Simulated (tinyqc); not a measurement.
Hot carriers by balance equations with a heated Maxwellian: one step, computed by the program tinyqc. Command: `OMP_NUM_THREADS=1 python tinyqc.py 3013369 3013370 out.jsonl hot walk`. One thread of a shared host (Intel(R) Xeon(R) Processor @ 2.30GHz), about 0.02 s of CPU time with the checks.

The carriers follow a Maxwellian at an electron temperature T_e, slightly displaced; the drift energy is neglected against k_B T_e. The balance averages the rate, not the time, so mu_0 lies below the relaxation-time value.

Problem. Equilibrium values. Parabolic band: E = hbar^2 k^2/(2 m), speed v = hbar k/m, states per spin, volume and energy g(E) = m k/(2 pi^2 hbar^2). Masses are multiplied by m_0 and all formulas are in SI units. Phonon occupation N_q = 1/(exp(hbar w/(k_B T)) - 1). Acoustic deformation potential (elastic, equipartition, absorption and emission together): 1/tau = 2 pi k_B T D_A^2 g(E)/(hbar rho v_l^2). Optical or intervalley deformation potential: 1/tau = (pi Z_f D_o^2/(rho w)) [N_q g(E + hbar w) + (N_q + 1) g(E - hbar w)], with g = 0 below the band edge. Averages over the Maxwellian, <y> = int y x^(1/2) exp(-x) dx / int x^(1/2) exp(-x) dx with x = E/(k_B T_e), split at x_0 = hbar w/(k_B T_e): 64 Gauss-Legendre points in sqrt(x) below it and 128 in sqrt(x - x_0) above it, up to x = 32. Momentum balance: mu(T_e) = e/(m nu), nu = <x (sum of rates)>/<x>. Power lost per carrier: P(T_e) = hbar w <emission rate - absorption rate> + <(2 m v_l^2/(k_B T)) (E - 2 k_B T) acoustic rate>. Energy relaxation time at weak heating: tau_E = (3/2) k_B / (dP/dT_e), the derivative by a central difference of +/- 0.5 K at T_e = T.

Inputs (values chosen for the exercise, modelled on electrons in diamond):
```
quantity                                          value       unit
effective mass m                                  0.493        m_0
density rho                                        3515     kg/m^3
sound velocity v_l                                17900        m/s
acoustic deformation potential D_A                  8.4         eV
phonon energy hbar w                                142        meV
optical or intervalley deformation potential D_o    8.7  1e8 eV/cm
final valleys Z_f                                     5          -
lattice temperature T                               100          K
```

Band: parabolic. Solver: damped fixed point.

Constants: k_B = 8.617333262e-05 eV/K; k_B = 1.380649e-23 J/K; e = 1.602176634e-19 C; hbar = 1.054571817e-34 J s; m_0 = 9.1093837015e-31 kg; hbar = 6.582119569e-16 eV s.

Give: low-field mobility mu_0; energy relaxation time tau_E.

Solution.

low-field mobility mu_0 = 26237 cm^2/(V s)

energy relaxation time tau_E = 35.102 ps

tau_E is 4.77 times the momentum relaxation time m mu_0/e: energy is lost more slowly than direction, which is why carriers heat.
